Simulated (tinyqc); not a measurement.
Two coupled magnetic layers: synthetic antiferromagnet, spin flop, exchange bias and magnetoresistance. Inputs raised by 10 %, one at a time. Computed by tinyqc, a small Python program. Command: `OMP_NUM_THREADS=1 python tinyqc.py 3025177 3025178 out.jsonl saf sens`. One thread of a shared host (Intel(R) Xeon(R) Processor @ 2.30GHz), about 0.8 s of CPU time with the checks.

Moments lie in the plane at the angles p1, p2 from the field. Energy per area: E = J1 cos(p1 - p2) + J2 cos^2(p1 - p2) - B M_s (t1 cos p1 + t2 cos p2) + K (t1 sin^2 p1 + t2 sin^2 p2).

Inputs (values chosen for the exercise, for a model stack):

| quantity | value | unit |
|---|---|---|
| saturation magnetisation M_s | 1150 | kA/m |
| thickness t1 | 3.7 | nm |
| thickness t2 | 3.7 | nm |
| antiferromagnetic coupling J1 | 0.14 | mJ/m^2 |
| biquadratic coupling J2 | 0 | mJ/m^2 |
| in-plane anisotropy K | 0.53 | kJ/m^3 |
| field over the saturation field | 0.67 | - |

Field direction: along the easy axis.

Method:
- The parallel state is stable while the Hessian at p1 = p2 = 0 is positive: with c = J1 + 2 J2 and u = B M_s + 2K, (u t1 - c)(u t2 - c) > c^2, so B_sat M_s = c (1/t1 + 1/t2) - 2K. B_K = 2K/M_s.
- With p1 = 0, p2 = 180 degrees and c2 = J1 - 2 J2 the Hessian is [[c2 + t1 (2K + b), -c2], [-c2, c2 + t2 (2K - b)]], b = B M_s; its determinant vanishes at the positive root of t1 t2 b^2 - c2 (t1 - t2) b - [2K c2 (t1 + t2) + 4 K^2 t1 t2] = 0.
- The lowest minimum of E over both angles (from five starts; of two mirror images the one with p1 >= 0, and for equal layers |p1| <= |p2|).

Runs:

| input moved | from | to | saturation field B_sat (mT) | stability limit B_sf of the antiparallel state (mT) | m/m_sat along B | energy (mJ/m^2) |
|---|---|---|---|---|---|---|
| base run | - | - | 64.883 | 7.8425 | 0.67000 | -0.26001 |
| saturation magnetisation M_s (kA/m) | 1150 | 1265 | 58.985 | 7.1295 | 0.67000 | -0.26001 |
| thickness t1 (nm) | 3.7 | 4.07 | 61.892 | 9.3048 | 0.66991 | -0.26065 |
| thickness t2 (nm) | 3.7 | 4.07 | 61.892 | 6.3137 | 0.66991 | -0.26065 |
| antiferromagnetic coupling J1 (mJ/m^2) | 0.14 | 0.154 | 71.464 | 8.2201 | 0.67000 | -0.28658 |
| in-plane anisotropy K (kJ/m^3) | 0.53 | 0.583 | 64.791 | 8.2309 | 0.67000 | -0.25944 |
| field over the saturation field | 0.67 | 0.737 | 64.883 | 7.8425 | 0.73700 | -0.28604 |

Exponents ln(y'/y) / ln(x'/x):

| input | saturation field B_sat | stability limit B_sf of the antiparallel state | m/m_sat along B | energy |
|---|---|---|---|---|
| saturation magnetisation M_s | -1.000 | -1.000 | 0.000 | 0.000 |
| thickness t1 | -0.495 | 1.794 | -0.001 | 0.026 |
| thickness t2 | -0.495 | -2.275 | -0.001 | 0.026 |
| antiferromagnetic coupling J1 | 1.014 | 0.493 | 0.000 | 1.021 |
| in-plane anisotropy K | -0.015 | 0.507 | 0.000 | -0.023 |
| field over the saturation field | 0.000 | 0.000 | 1.000 | 1.001 |

Which inputs matter most for each result?

Among the inputs moved here: saturation field B_sat answers most in size to antiferromagnetic coupling J1 (exponent +1.014), and about equally to saturation magnetisation M_s (-1.000); its exponent is below 0.0005 for field over the saturation field. Its exponent -1.000 in saturation magnetisation M_s: energy per area over moment per area. Its exponent +1.014 in antiferromagnetic coupling J1: coupling rules over anisotropy. Stability limit B_sf of the antiparallel state answers most in size to thickness t2 (exponent -2.275), next to thickness t1 (+1.794); its exponent is below 0.0005 for field over the saturation field. Its exponent +0.493 in antiferromagnetic coupling J1: the geometric mean of coupling and anisotropy. Its exponent +0.507 in in-plane anisotropy K: the geometric mean of coupling and anisotropy. m/m_sat along B answers most in size to field over the saturation field (exponent +1.000); its exponent is below 0.0005 for saturation magnetisation M_s, antiferromagnetic coupling J1, in-plane anisotropy K. energy answers most in size to antiferromagnetic coupling J1 (exponent +1.021), and about equally to field over the saturation field (+1.001); its exponent is below 0.0005 for saturation magnetisation M_s.
